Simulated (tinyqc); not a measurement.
Stacked nanosheet transistor, parasitic resistance, capacitance and delay: one step of the calculation.

Ns sheets share one contact on top; each has perimeter p = 2 (Ws + ts) and cross-section A = Ws ts; contact width Wc = Ws + 10 nm, stack height Hs = Ns pv. Sheet 1 is the top one. Contact length Lc = CPP - Lg - 2 Lsp, shared by two neighbouring gates. Source and drain sides are equal. The formulas are first-order estimates, not field solutions.

Question. Sheet currents at Vgs = Vdd, Vds = Vdd/2. One sheet: I = p Q vx u/(1 + |u|^1.8)^(1/1.8), Q = Cinv n Vt ln(1 + exp((Vg' - VT + dl Vd')/(n Vt))), u = Vd' mu/(vx Lg), Vg' = Vgs - v, Vd' = Vds - 2 v, with the drop on each side v_j = Rc sum I + rv (sum over levels k = 2..j of the current of sheets k..Ns) + Rx I_j. I(new) = I + 0.5 (I(out) - I).

Parameters, values chosen for the exercise; values close to those of silicon logic devices: temperature T = 300 K; sheet width Ws = 20 nm; sheet thickness ts = 5 nm; vertical resistance between sheet levels rv = 121 ohm; gate length Lg = 18 nm; inversion capacitance Cinv = 3.2 uF/cm^2; injection velocity vx = 1.3e7 cm/s; apparent mobility mu = 320 cm^2/(V s); threshold at zero drain voltage VT = 0.28 V; barrier lowering dl = 0.069 V/V; subthreshold factor n = 1.29; supply voltage Vdd = 0.8 V.

Constants: q = 1.602176634e-19 C, kB = 1.380649e-23 J/K, Vt = kB T/q. Results are converted to the units shown.

I after iteration 1 (uA): sheet 1 55.517185, sheet 2 55.517185, sheet 3 55.517185
Rc = 191.01982 ohm
Rx = 1140 ohm

Find: drop v; I(out); I after iteration 2.

Answer.

drop v (mV): sheet 1 95.10, sheet 2 108.5, sheet 3 115.3
I(out) (uA): sheet 1 84.56, sheet 2 80.01, sheet 3 77.55
I after iteration 2 (uA): sheet 1 70.04, sheet 2 67.76, sheet 3 66.53

Numbers from tinyqc (`OMP_NUM_THREADS=1 python tinyqc.py 2170064 2170065 out.jsonl`; about 0.05 s on one thread of a shared Intel Xeon 2.30GHz).
